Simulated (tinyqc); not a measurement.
Changing the speed of oxidation: dopant redistribution at a moving silicon-oxide interface during parabolic oxidation. Computed by tinyqc, a small Python program. Command: `OMP_NUM_THREADS=1 python tinyqc.py 3012284 3012285 out.jsonl segox sweep`. One thread of a shared host (Intel(R) Xeon(R) Processor @ 2.30GHz), about 0.01 s of CPU time with the checks.

Uniformly doped silicon is oxidised with x_ox = sqrt(B t); the interface advances into the silicon by alpha x_ox, alpha = 0.44. The dopant does not move in the oxide, and at the interface C(silicon) = m C(oxide).

Inputs (values chosen for the exercise, modelled on antimony in silicon under dry oxygen):
```
quantity                                           value    unit
dopant prefactor D0                                 3.72  cm^2/s
dopant activation energy E                           3.9      eV
oxidation activation energy E_B                     1.23      eV
segregation coefficient m = C(silicon)/C(oxide)       12       -
bulk doping C_B                                  3.6e+17  1/cm^3
temperature T                                        950       C
time t                                               0.5       h
```

Constants: k_B = 8.617333262e-05 eV/K.

Method:
- D = D0 exp(-E/(k_B T)), converted with 1 cm^2/s = 3.6e11 um^2/h; B = B0 exp(-E_B/(k_B T)); s = alpha sqrt(B/(4 D)), the interface advance over 2 sqrt(D t).
- Temperatures in kelvin are T(C) + 273.15.
- With the dopant diffusivity D and s = alpha x_ox/(2 sqrt(D t)), in the silicon C = C_B + (C_s - C_B) erfc(y/(2 sqrt(D t)))/erfc(s), y from the original surface. Dopant balance at the interface gives C_s/C_B = 1/[1 + (1/(m alpha) - 1) g], g = sqrt(pi) s exp(s^2) erfc(s).
- Consumed silicon held alpha x_ox C_B; the oxide holds x_ox times the dopant concentration in the oxide; the difference is the excess in the silicon; 1 um = 1e-4 cm.

One run for each value:
```
oxidation prefactor B0 (um^2/h)  ratio C_s/C_B       s  excess in the silicon (1/cm^2)
27                                      1.4842  0.3128                      1.2234e+11
64                                      1.7626  0.4816                      1.7455e+11
150                                     2.1835  0.7374                      2.3524e+11
350                                     2.7765  1.1263                      2.9053e+11
820                                     3.5014  1.7240                      3.1593e+11
1900                                    4.1911  2.6243                      2.9443e+11
4500                                    4.7115  4.0387                      2.3657e+11
10000                                   4.9965  6.0206                      1.7589e+11
25000                                   5.1601  9.5193                      1.1759e+11
```

Describe and explain the trends.

Over the rows, ratio C_s/C_B rises from 1.48 to 5.16 (exponent d ln y / d ln x 0.20 between the first rows and 0.035 between the last); s rises from 0.313 to 9.52 (exponent d ln y / d ln x about 0.50 throughout); excess in the silicon (1/cm^2) goes from 1.22e11 through a maximum among these rows, 3.16e11 at 820, to 1.18e11. The exponent of s stays at 0.50: s scales as sqrt(B/D). The last row stands at 98 % of the limit m alpha = 5.280.

Caution (all rows): in this case the oxide is not much thicker than a typical Deal-Grove length A, so real growth is slower than parabolic. Caution (all rows): parabolic growth needs an oxide much thicker than the Deal-Grove length A, which fails for thin films and low temperatures; oxidation-enhanced or retarded diffusion is ignored.

Extremes, crossings and ranges named in words are read from the listed rows.
